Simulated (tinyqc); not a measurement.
Eight-band Kane k.p model: one step. Derived values. Three cases, with inputs chosen for the exercise.

Question. P = sqrt(Ep c); A = 1/me - Ep (Eg + 2 Dso/3)/(Eg (Eg + Dso)) keeps the electron mass; g1' = g1 - Ep/(3 Eg), g2' = g2 - Ep/(6 Eg), g3' = g3 - Ep/(6 Eg) remove the coupling to S that the Luttinger values already hold; L = -c (g1' + 4 g2'), M = -c (g1' - 2 g2'), N = -6 c g3'. c = hbar^2/2m0.

Constants: hbar^2/2m0 = 3.80998211 eV angstrom^2.

Case 1.

Values chosen (near those of Ge; shifted at random, so the results belong to these values and not to a real crystal): Eg = 0.89 eV (gap at Gamma to the s-like level); Dso = 0.289 eV (spin-orbit splitting); Ep = 26.1 eV (Kane energy); me = 0.0381 m0 (electron mass at Gamma); g1 = 13.39 (Luttinger gamma1); g2 = 4.24 (gamma2); g3 = 5.69 (gamma3).

Case 2.

Values chosen (near those of GaP; shifted at random, so the results belong to these values and not to a real crystal): Eg = 2.87 eV (gap at Gamma to the s-like level); Dso = 0.079 eV (spin-orbit splitting); Ep = 31.5 eV (Kane energy); me = 0.1289 m0 (electron mass at Gamma); g1 = 4.06 (Luttinger gamma1); g2 = 0.49 (gamma2); g3 = 1.25 (gamma3).

Case 3.

Values chosen (near those of InAs; shifted at random, so the results belong to these values and not to a real crystal): Eg = 0.408 eV (gap at Gamma to the s-like level); Dso = 0.405 eV (spin-orbit splitting); Ep = 22.4 eV (Kane energy); me = 0.0273 m0 (electron mass at Gamma); g1 = 19.76 (Luttinger gamma1); g2 = 8.45 (gamma2); g3 = 9.1 (gamma3).

Give: P; A; g1', g2', g3'; L, M, N.

Answer.

Case 1.

P = 9.9720 eV angstrom
A = -0.6830

g1', g2', g3': [3.6147, -0.6476, 0.8024]

L, M, N (eV angstrom^2): [-3.9020, -18.7070, -18.3419]

The coupling to the valence bands supplies 26.93, against 1/me = 26.25; A makes up the difference. The diagonal term in A bends towards the gap, so the set should be tested for spurious states at large k.

Case 2.

P = 10.9551 eV angstrom
A = -3.1197

g1', g2', g3': [0.4015, -1.3393, -0.5793]

L, M, N (eV angstrom^2): [18.8808, -11.7347, 13.2420]

The coupling to the valence bands supplies 10.88, against 1/me = 7.76; A makes up the difference. The diagonal terms in A and L bend towards the gap, so the set should be tested for spurious states at large k.

Case 3.

P = 9.2382 eV angstrom
A = -9.1554

g1', g2', g3': [1.4593, -0.7003, -0.0503]

L, M, N (eV angstrom^2): [5.1128, -10.8965, 1.1505]

The coupling to the valence bands supplies 45.79, against 1/me = 36.63; A makes up the difference. The diagonal terms in A and L bend towards the gap, so the set should be tested for spurious states at large k.

Computed by tinyqc, one run a case: `OMP_NUM_THREADS=1 python tinyqc.py N N+1 out.jsonl` with N = 1050201, 1050231, 1050355; one thread of a shared Intel(R) Xeon(R) Processor @ 2.30GHz, about 0.08 s a run at most.
